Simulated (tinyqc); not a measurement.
Double-gate transistor below threshold, two-dimensional Poisson equation on a small mesh: two steps of the calculation.

Half of a symmetric double-gate structure: row 0 is the mid-plane of the body, where the normal field vanishes. Mobile charge is neglected (subthreshold), the body is fully depleted, and potentials are counted from the intrinsic level; rows run upward to the gate, columns from source to drain.

Values chosen for this exercise: temperature T = 300 K; potential of the source Vbi = 0.56 V.

Constants: q = 1.602176634e-19 C, kB = 1.380649e-23 J/K, Vt = kB T/q. Results are converted to the units shown.

Task 1. Jacobi sweep. Free nodes: rows 0..4, columns 1..5, taken row by row from row 0, left to right. t = (up psi(above) + dn psi(below) + lat [psi(left) + psi(right)] + s)/(up + dn + 2 lat), with all neighbours from the previous sweep; psi(new) = t.

psi after iteration 1 (V):
```
              j=0         j=1         j=2         j=3         j=4         j=5         j=6
row 0   0.5600000   0.0211321   0.0000000   0.0000000   0.0000000   0.0400000   1.0600000
row 1   0.5600000   0.0211321   0.0000000   0.0000000   0.0000000   0.0400000   1.0600000
row 2   0.5600000   0.0211321   0.0000000   0.0000000   0.0000000   0.0400000   1.0600000
row 3   0.5600000   0.0262382   0.0000000   0.0000000   0.0000000   0.0496652   1.0600000
row 4   0.2050000  -0.0520123  -0.0652869  -0.0652869  -0.0652869  -0.0358239   0.4550000
row 5  -0.1500000  -0.1500000  -0.1500000  -0.1500000  -0.1500000  -0.1500000  -0.1500000
```

```
row         up         dn        lat  s (V)
0        48.65          0  1.9857143      0
1        48.65      48.65  3.9714286      0
2        48.65      48.65  3.9714286      0
3    23.333333      48.65  3.7214286      0
4    23.333333  23.333333  3.4714286      0
```

Find: psi after iteration 2.

Result 1.

psi after iteration 2 (V):
```
          j=0     j=1     j=2     j=3     j=4     j=5     j=6
row 0   0.560   0.041   0.001   0.000   0.002   0.077   1.060
row 1   0.560   0.041   0.001   0.000   0.002   0.077   1.060
row 2   0.560   0.043   0.001   0.000   0.002   0.081   1.060
row 3   0.560   0.024  -0.018  -0.019  -0.017   0.064   1.060
row 4   0.205  -0.045  -0.073  -0.074  -0.072  -0.018   0.455
row 5  -0.150  -0.150  -0.150  -0.150  -0.150  -0.150  -0.150
```

Task 2. Barrier, swing and barrier lowering. The barrier is read along row 0, the path farthest from the gate. Take the node j of lowest psi: barrier Vbi - psi_j; swing Vt ln 10/(d psi_j/dVg); DIBL = (d psi_j/dVd)/(d psi_j/dVg). The derivatives solve the same equations with s = 0 and a unit change of that voltage.

converged psi (V):
```
              j=0         j=1         j=2         j=3         j=4         j=5         j=6
row 0   0.5600000   0.2145259   0.0583508   0.0389307   0.1475141   0.4497965   1.0600000
row 1   0.5600000   0.2067994   0.0527690   0.0337061   0.1396080   0.4372283   1.0600000
row 2   0.5600000   0.1828141   0.0361694   0.0182803   0.1160514   0.3981171   1.0600000
row 3   0.5600000   0.1400091   0.0090591  -0.0065872   0.0774504   0.3280005   1.0600000
row 4   0.2050000   0.0046617  -0.0658556  -0.0743344  -0.0295899   0.1050210   0.4550000
row 5  -0.1500000  -0.1500000  -0.1500000  -0.1500000  -0.1500000  -0.1500000  -0.1500000
```

d psi/dVg on row 0: j=0 0.00000000, j=1 0.49774876, j=2 0.73652872, j=3 0.80319714, j=4 0.73652872, j=5 0.49774876, j=6 0.00000000
d psi/dVd on row 0: j=0 0.0000000, j=1 0.0158550, j=2 0.0425724, j=3 0.0984014, j=4 0.2208989, j=5 0.4863963, j=6 1.0000000

Wanted: j; barrier; swing; DIBL.

Result 2.

j = 3
barrier = 0.5211 V
swing = 74.11 mV/decade
DIBL = 122.5 mV/V

tinyqc, about 0.2 s, one thread, Intel Xeon 2.30GHz (shared host): `OMP_NUM_THREADS=1 python tinyqc.py 2480129 2480130 out.jsonl`
